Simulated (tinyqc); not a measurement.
Inside a calculation: carrier statistics of a doped semiconductor with parabolic bands. Values are carried at full precision from step to step, so a last printed digit may differ when a step is redone from the rounded ones.

Constants: kB = 8.617333262e-05 eV/K; hbar^2/2m0 = 3.80998211 eV angstrom^2.

Inputs chosen for the exercise (near those of Si; shifted at random, so the results belong to these values and not to a real crystal):
- Eg0 = 1.176 eV (gap at 0 K)
- al = 0.000467 eV/K (Varshni alpha)
- be = 642 K (Varshni beta)
- T = 300 K
- ml = 0.93 m0 (longitudinal electron mass)
- mt = 0.191 m0 (transverse electron mass)
- Mv = 6 (equivalent valleys)
- mhh = 0.542 m0 (heavy-hole mass)
- mlh = 0.154 m0 (light-hole mass)
- ND = 2.9e+16 1/cm^3 (donors)
- NA = 5.5e+16 1/cm^3 (acceptors)
- ED = 0.0455 eV (donor level below Ec)
- EA = 0.0456 eV (acceptor level above Ev)

## Gap and thermal energy

Eg(T) = Eg0 - al T^2/(T + be) (Varshni).

Eg = 1.13138 eV
kT = 0.025852 eV

The gap has shrunk by 44.6 meV from 0 K and is 43.8 kT wide.

## Effective densities of states

m_de = Mv^(2/3) (ml mt^2)^(1/3); m_dh = (mhh^(3/2) + mlh^(3/2))^(2/3); N = 2 (m kB T/(4 pi c))^(3/2) with c = hbar^2/2m0, in 1/angstrom^3; times 1e24 for 1/cm^3.

m_de = 1.0689 m0
m_dh = 0.5954 m0
Nc = 2.7733e+19 1/cm^3
Nv = 1.1530e+19 1/cm^3

The light holes supply 13.2 % of Nv, and Nc/Nv = 2.41.

## Intrinsic density and level

With Boltzmann statistics ni = sqrt(Nc Nv) exp(-Eg/2kT) and Ei = Eg/2 + (kT/2) ln(Nv/Nc), counted from Ev.

ni = 5.61e+09 1/cm^3
Ei = 0.5543 eV

Ei lies 11.3 meV below midgap, towards the band with the smaller density of states.

## Neutrality by bisection

Energies are counted from Ev, so Ec = Eg. n = Nc F_1/2((EF - Eg)/kT), p = Nv F_1/2(-EF/kT), ND+ = ND/(1 + 2 exp((EF - Eg + ED)/kT)), NA- = NA/(1 + 4 exp((EA - EF)/kT)); neutrality asks p + ND+ = n + NA-. F_j(eta) = (1/Gamma(j + 1)) integral_0^infinity x^j dx/(1 + exp(x - eta)), which tends to exp(eta) for eta << 0.

Start from the bracket [-0.2 eV, Eg + 0.2 eV]; at the midpoint EF take the sign of p + ND+ - n - NA-; where it is positive EF must rise. Fourteen steps are shown.

Bisection (eV, 1/cm^3):
```
step       low     high        EF         n         p       ND+       NA-  sign
1     -0.20000  1.33138   0.56569  8.71e+09  3.62e+09  2.90e+16  5.50e+16     -
2     -0.20000  0.56569   0.18285  3.22e+03  9.77e+15  2.90e+16  5.39e+16     -
3     -0.20000  0.18285  -0.00858      1.96  1.14e+19  2.90e+16  1.64e+15     +
4     -0.00858  0.18285   0.08713      79.5  3.92e+17  2.90e+16  3.05e+16     +
5      0.08713  0.18285   0.13499       506  6.21e+16  2.90e+16  4.88e+16     +
6      0.13499  0.18285   0.15892  1.28e+03  2.46e+16  2.90e+16  5.24e+16     +
7      0.15892  0.18285   0.17088  2.03e+03  1.55e+16  2.90e+16  5.33e+16     -
8      0.15892  0.17088   0.16490  1.61e+03  1.96e+16  2.90e+16  5.29e+16     -
9      0.15892  0.16490   0.16191  1.43e+03  2.20e+16  2.90e+16  5.27e+16     -
10     0.15892  0.16191   0.16041  1.35e+03  2.33e+16  2.90e+16  5.25e+16     -
11     0.15892  0.16041   0.15967  1.31e+03  2.39e+16  2.90e+16  5.25e+16     +
12     0.15967  0.16041   0.16004  1.33e+03  2.36e+16  2.90e+16  5.25e+16     +
13     0.16004  0.16041   0.16023  1.34e+03  2.34e+16  2.90e+16  5.25e+16     -
14     0.16004  0.16023   0.16013  1.34e+03  2.35e+16  2.90e+16  5.25e+16     +
```

Each step halves the bracket, which is 0.187 meV wide at the last row.

## The neutral state

Solve the neutrality condition for EF to convergence.

EF = 0.1602 eV
n = 1.34e+03 1/cm^3
p = 2.35e+16 1/cm^3
ND+ = 2.90e+16 1/cm^3
NA- = 5.25e+16 1/cm^3

The material is p-type; 95.5 % of the acceptors are ionised. EF lies 6.19 kT inside the gap from the valence edge, so Boltzmann statistics would serve; n p/(Nc Nv exp(-Eg/kT)) = 0.999.

## Checks

- F_1/2(1) by the trapezoid rule against adaptive quadrature: both 1.575641.
- Positive against negative charge at the solution (1/cm^3): both 5.25006e+16.

Computed by tinyqc, a small Python program: `OMP_NUM_THREADS=1 python tinyqc.py 1681915 1681916 out.jsonl` (the numbers bound the seed that draws the inputs); one thread of a shared host (Intel(R) Xeon(R) Processor @ 2.30GHz), about 0.01 s for the whole set of steps.
